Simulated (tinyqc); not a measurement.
Bandgap voltage reference from two bipolar transistors: two steps of the calculation.

Two transistors of area 1 and N carry the same current I. Is(T) = Is (T/T0)^eta exp[(Vg0 q/kB)(1/T0 - 1/T)], VBE1 = Vt ln(I/Is(T)) + I rb, VBE2 = Vt ln(I/(N Is(T))) + I rb/N. The amplifier forces I R1(T) = VBE1 - VBE2 + Vos, with R(T) = R (1 + tc (T - T0)) for both resistors, and the output is Vref = VBE1 + I R2(T). Base currents and the Early effect are neglected.

Values chosen for this exercise; values of the order met in silicon bipolar transistors:

| symbol | value | unit | meaning |
|---|---|---|---|
| T0 | 298 | K | reference temperature |
| Vg0 | 1.201 | V | band-gap voltage extrapolated to 0 K |
| eta | 4 |  | temperature exponent of the saturation current |
| Is | 3.3e-16 | A | saturation current of the unit transistor at T0 |
| N | 8 |  | area ratio of the second transistor |
| R1 | 8.7 | kohm | resistor across which the difference of VBE falls, at T0 |
| tc | 0 | ppm/K | temperature coefficient of both resistors |
| Vos | -0.8 | mV | offset of the amplifier |
| rb | 23 | ohm | series resistance of the unit transistor |
| R2 | 105.7 | kohm | output resistor at T0 |
| T | 333 | K | temperature |

Constants: q = 1.602176634e-19 C, kB = 1.380649e-23 J/K. Results are converted to the units shown.

Question 1. Operating point at another temperature. Vt = kB T/q; I = (Vt ln N + Vos)/(R1(T) - rb (1 - 1/N)).

Find: Vt; I; Is(T); VBE1; I R2; Vref.

Answer 1.

Vt = 0.02870 V
I = 6.782 uA
Is(T) = 7.019e-14 A
VBE1 = 0.5278 V
I R2 = 0.7169 V
Vref = 1.245 V

From T0 to T, VBE1 changes by -79.3 mV and I R2 by 76.4 mV, which leaves -2.90 mV in Vref.

Question 2. Resistor for zero slope at T0, ideal case. With tc = 0, Vos = 0 and rb = 0 the current is proportional to T, dVBE/dT = (VBE - Vg0 - (eta - 1) Vt)/T, and Vref has zero slope at T0 when Vref = Vg0 + (eta - 1) Vt0. Find VBE1, its slope, that Vref, R2/R1 and the curvature d2Vref/dT2 = -(eta - 1) kB/(q T0).

Wanted: VBE1; dVBE/dT; Vref; R2/R1; curvature.

Answer 2.

VBE1 = 0.6072 V
dVBE/dT = -2.251 mV/K
Vref = 1.278 V
R2/R1 = 12.56
curvature = -0.8675 uV/K^2

tinyqc, about 0.02 s, one thread, Intel Xeon 2.30GHz (shared host): `OMP_NUM_THREADS=1 python tinyqc.py 2062014 2062015 out.jsonl`
